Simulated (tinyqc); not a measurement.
Effective mass of the conduction band from tabulated energies: one step. Least squares over all points. The numbers come from values chosen for the exercise (band of an eight-band Kane model near GaSb).

c = hbar^2/2m0. A uniform scatter of up to 1 meV has been added to mimic numerical noise.
Constants: hbar^2/2m0 = 3.80998211 eV angstrom^2.

Energies along [100], from the band edge:
```
k (1/angstrom)     E (meV)
0.0000000         0.000000
0.0053000         2.092700
0.0106000        10.561300
0.0159000        24.250800
0.0212000        41.075200
0.0265000        63.152400
0.0318000        89.637100
0.0371000       118.952700
0.0424000       149.279800
```

reference mass (curvature of the model at k = 0.0001 1/angstrom) = 0.0388000 m0

Task: Fit E = a k^2 (a = sum k^2 E/sum k^4), then E = a k^2 + b k^4 from the normal equations; E in eV; m = c/a.

Give: sums of k^4, k^6, k^8; sums of k^2 E, k^4 E; a, one term; a and b, two terms; m, one and two terms.

Result:

sums of k^4, k^6, k^8: 6.9215e-06  9.9067e-09  1.5369e-11

sums of k^2 E, k^4 E: 0.00059293  8.4061e-07

a, one term = 85.664 eV angstrom^2

a and b, two terms: 95.34  -6759

m, one and two terms (m0): 0.04448  0.03996

The parabola over all points errs by +14.6 % because the weights k^4 favour the outer points; the second term brings the error to +3.0 %.

Computed by tinyqc, a small Python program: `OMP_NUM_THREADS=1 python tinyqc.py 1850840 1850841 out.jsonl` (the numbers bound the seed that draws the inputs); one thread of a shared host (Intel(R) Xeon(R) Processor @ 2.30GHz), about 0.01 s for the whole set of steps.
